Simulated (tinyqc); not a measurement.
Worked calculation: two-sublattice mean-field magnet: ferrimagnet, compensation points and susceptibility. Computed by tinyqc, a small Python program that keeps every step. Command: `OMP_NUM_THREADS=1 python tinyqc.py 3011899 3011900 out.jsonl ferri walk`. One thread of a shared host (Intel(R) Xeon(R) Processor @ 2.30GHz), about 0.01 s of CPU time with the checks. Intermediate numbers are printed to about 7 digits and carried at full precision; extremes and crossings named in words are read from the listed rows.

A random alloy A(1-x)B(x) with H = -sum over pairs J S_i.S_j. a = <S_A> and b = <S_B> are taken along z, a > 0. Exchange fields: h_A = (1 - x) zJ_AA a + x zJ_AB b, h_B = (1 - x) zJ_AB a + x zJ_BB b; a = S_A B_(S_A)(S_A h_A/(k_B T)) and likewise for b, with the Brillouin function B_S(y) = [(2S + 1)/(2S)] coth[(2S + 1) y/(2S)] - [1/(2S)] coth[y/(2S)].

Inputs (values chosen for the exercise, for a model ferrimagnet):
```
quantity,value,unit
spin S_A,2,-
spin S_B,2.5,-
g factor g_A,2,-
g factor g_B,2,-
fraction x of B sites,0.42,-
z J_AA,34.8,meV
z J_BB,0.69,meV
z J_AB,-11,meV
T over T_c,0.49,-
largest number of steps,3000,-
```

Constants: k_B = 8.617333262e-05 eV/K.

## Ordering temperature

Linearised, T (a, b) = M (a, b) with M_ij = S_i (S_i + 1) c_j zJ_ij/(3 k_B), c_A = 1 - x, c_B = x. T_c is the larger eigenvalue, and its eigenvector gives b/a at onset, (T_c - M_AA)/M_AB.

M (K):
```
,A,B
A,468.4512,-107.2257
B,-215.9407,9.8087
```

eigenvalues (K): [-36.0838, 514.3438]

T_c = 514.3438 K

b/a at onset = -0.4279995

T = 252.0284 K

The antiferromagnetic A-B coupling raises T_c by 46 K over that of A alone.

## First step

Start from a = S_A, b = -S_B and apply the equations once.

h_A = 51.918 meV

h_B = -13.4845 meV

new a = 1.899219

new b = -1.486194

## Self-consistent moments

Repeat from a = S_A, b = -S_B until a and b change by less than 1e-10.

Iteration:
```
step,a,b,largest change
1,2.000000,-2.500000,1.013806e+00
2,1.899219,-1.486194,7.152537e-02
3,1.857583,-1.414669,2.286483e-02
4,1.848535,-1.391804,5.203507e-03
5,1.846210,-1.386600,1.325158e-03
6,1.845632,-1.385275,3.306774e-04
...,...,...,...
12,1.845438,-1.384834,8.293976e-08
13,1.845438,-1.384834,2.082665e-08
14,1.845438,-1.384833,5.229691e-09
15,1.845438,-1.384833,1.313206e-09
16,1.845438,-1.384833,3.297531e-10
17,1.845438,-1.384833,8.280288e-11
```

a = 1.845438

b = -1.384833

last change = 8.280288e-11

a is at 92 % and b at 55 % of saturation: the B spins feel the weaker field per spin and lose their order faster.

## Net moment and spin

Net moment m = (1 - x) g_A a + x g_B b in mu_B per site; net spin s = (1 - x) a + x b. At T = 0, a = S_A and b = -S_B. Effective g = m/s.

net moment m = 0.9774477 mu_B

net spin s = 0.4887239

m at T = 0 = 0.22 mu_B

effective g = 2

A dominates at T, as at T = 0.

## Compensation temperatures

Net moment m = (1 - x) g_A a + x g_B b in mu_B per site; net spin s = (1 - x) a + x b. T_M: m = 0; T_A: s = 0; searched between 0.02 and 0.97 T_c, and given as 0 if there is no change of sign.

magnetic compensation T_M = 0 K

angular-momentum compensation T_A = 0 K

No compensation in this range.

## Moments against temperature

The formulas are those given above.

Sublattices:
```
T/T_c,T (K),a/S_A,-b/S_B,m (mu_B)
0.05,25.7172,1.0000000,0.9990867,0.221918
0.15,77.1516,0.9997738,0.9389156,0.347753
0.30,154.3031,0.9868532,0.7694602,0.673633
0.45,231.4547,0.9411312,0.5963079,0.931178
0.60,308.6063,0.8567887,0.4464735,1.050155
0.72,370.3275,0.7526955,0.3405727,1.031051
0.84,432.0488,0.5958726,0.2373278,0.884036
0.92,473.1963,0.4338925,0.1598318,0.670984
0.97,498.9134,0.2704648,0.0951281,0.427709
```

At 0.45 T_c A keeps 0.94 and B 0.60 of saturation. |m| first rises, to 1.050 at 0.6 T_c, because the minority sublattice falls faster (type P).

## Susceptibility above T_c

With a field B, T (a, b) = M (a, b) + (mu_B B/(3 k_B)) (g_A S_A (S_A + 1), g_B S_B (S_B + 1)). chi = m/B per site; C = mu_B [(1 - x) g_A^2 S_A (S_A + 1) + x g_B^2 S_B (S_B + 1)]/(3 k_B); the table gives C/chi, which tends to T - theta.

Inverse susceptibility:
```
T (K),C/chi (K),T - C/chi (K)
524.631,45.367,479.2639
565.778,183.948,381.8304
642.930,355.734,287.1957
771.516,555.286,216.2293
1028.688,867.649,161.0389
1543.031,1418.032,124.9989
2571.719,2467.645,104.0734
5143.438,5051.991,91.4463
```

T - C/chi sinks from 479 K just above T_c to 91 K at 10 T_c, on its way to the asymptotic theta. The curve of 1/chi is a hyperbola that bends down to zero at T_c = 514 K, so a Curie-Weiss line fitted at high T misses T_c.

Checks made by the program: the fixed point (relative difference below 1e-10).
